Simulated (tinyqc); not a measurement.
Rectangular fin or nanosheet with a gate all round, subbands and threshold shift from confinement: one step of the calculation.

Undoped body with a flat potential across it, hard walls, transport along x. Three valley pairs (g = 2 each) with the longitudinal mass along x, y or z. Non-parabolicity enters the subband edges through E (1 + al E) = gamma, so E = 2 gamma/(1 + sqrt(1 + 4 al gamma)); motion within a subband is taken as parabolic with the band-edge mass. Energies are counted from the bulk band edge.

Problem. Lowest subbands. gamma = C pi^2 [a^2/(my (t + dl)^2) + b^2/(mz (H + dl)^2)], C = hbar^2/(2 m0). List the 7 lowest, labelled by valley axis and quantum numbers, with degeneracy g and N_k: N_k = g sqrt(2 mx m0 kB T/(pi hbar^2)).

Inputs (values chosen for the exercise); masses close to those of silicon: temperature T = 77 K; longitudinal mass ml = 0.898 m0; transverse mass mt = 0.19 m0; non-parabolicity al = 0.5 1/eV; width (along y) t = 8.1 nm; widening of the box by penetration into the insulator dl = 0.3 nm; height (along z) H = 8.1 nm.

Constants: q = 1.602176634e-19 C, kB = 1.380649e-23 J/K, hbar = 1.054571817e-34 J s, m0 = 9.1093837015e-31 kg, hbar^2/(2 m0) = 0.0380998212 eV nm^2. Results are converted to the units shown.

Find: E_k; g; N_k.

Solution.

E_k, subband y1,1 to z1,3 (eV): [0.03342, 0.03342, 0.05051, 0.05051, 0.05461, 0.07839, 0.07839]
g, subband y1,1 to z1,3: [2, 2, 2, 2, 2, 2, 2]
N_k, subband y1,1 to z1,3 (cm^-1): [2.053e6, 2.053e6, 2.053e6, 2.053e6, 4.462e6, 2.053e6, 2.053e6]

Program tinyqc, `OMP_NUM_THREADS=1 python tinyqc.py 2350067 2350068 out.jsonl`; Intel Xeon 2.30GHz, shared host, one thread, about 0.2 s.
